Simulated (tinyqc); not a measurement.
Electroplating on a thin resistive seed layer: kinetics, Wagner number and the terminal effect across a wafer: one step, computed by the program tinyqc.

Current enters the seed at the rim. The bath is treated as a local resistance per area (no lateral flow in the liquid), two electrons per ion, molar volume 7.11 cm^3/mol, Faraday constant F = e N_A, kinematic viscosity 0.01 cm^2/s, omega = 2 pi x rpm/60; k_B T/e is in volts.

Problem. Rate, limit and resistances. Growth rate = i V_m/(2 F). Levich limit i_L = 0.62 x 2 F D^(2/3) omega^(1/2) nu^(-1/6) c. Tafel overpotential eta = (k_B T/(alpha e)) ln(i/i_0); kinetic resistance k_B T/(alpha e i); bath resistance h/kappa + plate; R_s = resistivity/t; Wagner number = kinetic resistance x kappa/R.

Inputs (values chosen for the exercise, of the order of those for copper plating from an acid sulfate bath):
```
quantity                               value         unit
wafer radius R                           7.5           cm
seed thickness t                          10           nm
seed resistivity                          25  microohm cm
bath conductivity kappa                 0.19         S/cm
gap to the anode h                        10           cm
extra resistance of a porous plate         0     ohm cm^2
exchange current density i_0            0.17      mA/cm^2
cathodic transfer coefficient alpha     0.53            -
mean current density                     4.4      mA/cm^2
diffusivity of the metal ion         4.3e-06       cm^2/s
metal ion concentration                 0.84        mol/L
rotation rate                            100          rpm
temperature T                            298            K
```

Constants: e = 1.602176634e-19 C; N_A = 6.02214076e+23 1/mol; k_B = 8.617333262e-05 eV/K.

Give: growth rate; limiting current i_L; overpotential; kinetic resistance; bath resistance R_b; sheet resistance R_s; Wagner number.

Solution.

growth rate = 97.27 nm/min

limiting current i_L = 185.3 mA/cm^2

overpotential = 157.6 mV

kinetic resistance = 11.01 ohm cm^2

bath resistance R_b = 52.63 ohm cm^2

sheet resistance R_s = 25 ohm/square

Wagner number = 0.2790
